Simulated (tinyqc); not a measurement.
# Energy and delay of logic against supply voltage: optimum supplies against the activity factor

One expression serves below and above threshold: I(Vg) = Ik [ln(1 + exp((Vg - VT + dd V)/(al nf Vt)))]^al, with I_on = I(V) and I_off = I(0). Gate delay td = kd C V/I_on, clock period LD td. Per gate and cycle the switching energy is act C V^2 and the leakage energy I_off V LD td. No short-circuit current, no variation. Minima are sought above 0.09 V; below a few Vt gates no longer switch and the model has no meaning.

V_min minimises the energy and V_EDP the product of energy and td.

Parameters, values chosen for the exercise; values of the order met in logic technologies: temperature T = 358 K; threshold voltage at zero drain bias VT = 0.21 V; slope factor nf = 1.32; barrier lowering per volt of supply dd = 0.08; specific current of a gate Ik = 1.4 uA; exponent of the current law al = 1.61; load capacitance of a gate C = 0.32 fF; delay factor kd = 0.8; logic depth LD = 60.

Constants: q = 1.602176634e-19 C, kB = 1.380649e-23 J/K, Vt = kB T/q. Results are converted to the units shown.

Result of one run:
```
act   V_min (V)  energy at V_min (aJ)  leakage share (%)  clock at V_min (MHz)  V_EDP (V)  clock at V_EDP (GHz)
0.01     0.3986                 4.586              88.91                  1638     0.6825                 3.829
```

What becomes of these results when the activity factor act is changed from 0.01 to 0.05, all else the same?

Result of the changed run:
```
act   V_min (V)  energy at V_min (aJ)  leakage share (%)  clock at V_min (MHz)  V_EDP (V)  clock at V_EDP (GHz)
0.05     0.3285                 6.227              72.27                  1070     0.5833                 3.109
```

The whole series:
```
act    V_min (V)  energy at V_min (aJ)  leakage share (%)  clock at V_min (MHz)  V_EDP (V)  clock at V_EDP (GHz)
0.002     0.4282                 4.150              97.17                  1882     0.7227                 4.108
0.005     0.4157                 4.321              93.60                  1779     0.7061                 3.993
0.01      0.3986                 4.586              88.91                  1638     0.6825                 3.829
0.02      0.3732                 5.060              82.38                  1429     0.6463                 3.572
0.05      0.3285                 6.227              72.27                  1070     0.5833                 3.109
```

As act goes from 0.002 to 0.05, V_min falls from 0.428 to 0.329 V, the energy there rises from 4.15 to 6.23 aJ, the clock there falls from 1880 to 1070 MHz and V_EDP falls from 0.723 to 0.583 V. act and LD enter V_min only through the ratio act/LD.

Numbers from tinyqc (`OMP_NUM_THREADS=1 python tinyqc.py 2082054 2082055 out.jsonl`; about 0.01 s on one thread of a shared Intel Xeon 2.30GHz).
